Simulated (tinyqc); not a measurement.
Haynes-Shockley experiment: drift, diffusion and decay of a minority-carrier pulse: one step, computed by the program tinyqc. Command: `OMP_NUM_THREADS=1 python tinyqc.py 3110789 3110790 out.jsonl haynes walk`. One thread of a shared host (Intel(R) Xeon(R) Processor @ 2.30GHz), about 0.02 s of CPU time with the checks.

A thin sheet of excess carriers is made at x = 0, t = 0 in a long uniform bar; injection is low, so the pulse moves with the minority mobility.

Question. Shape in time. dn(x, t) = N0/sqrt(4 pi D t) exp(-(x - v t)^2/(4 D t) - t/tau). Times are 0.7, 0.8, 0.9, 0.95, 1, 1.05, 1.1, 1.2 and 1.4 t_p.

Inputs (values chosen for the exercise, modelled on holes in n-type germanium in a lightly doped bar): lifetime tau = 150 microsecond; temperature T = 330 K; distance d to the collector = 0.93 cm; injected sheet density N0 = 2.2e+09 1/cm^2.

time of the peak t_p = 27.56136 microsecond

D = 56.30566 cm^2/s

drift velocity v = 33660 cm/s

peak density = 1.309869e+10 1/cm^3

Give: the table «Signal at d» with the columns t (microsecond), dn (1/cm^3), dn/peak, for t/t_p = 0.70, 0.80, 0.90, 0.95, 1.00, 1.05, 1.10, 1.20, 1.40.

Answer.

Signal at d:
```
t/t_p  t (microsecond)  dn (1/cm^3)    dn/peak
0.70             19.29    2.236e+02  1.707e-08
0.80             22.05    1.249e+07  9.538e-04
0.90             24.81    2.793e+09  2.132e-01
0.95             26.18    9.084e+09  6.935e-01
1.00             27.56    1.310e+10  1.000e+00
1.05             28.94    9.406e+09  7.181e-01
1.10             30.32    3.699e+09  2.824e-01
1.20             33.07    1.271e+08  9.700e-03
1.40             38.59    1.642e+03  1.254e-07
```

At 0.9 and 1.1 t_p the signal is 0.213 and 0.282 of its peak: the trailing side is the wider one.
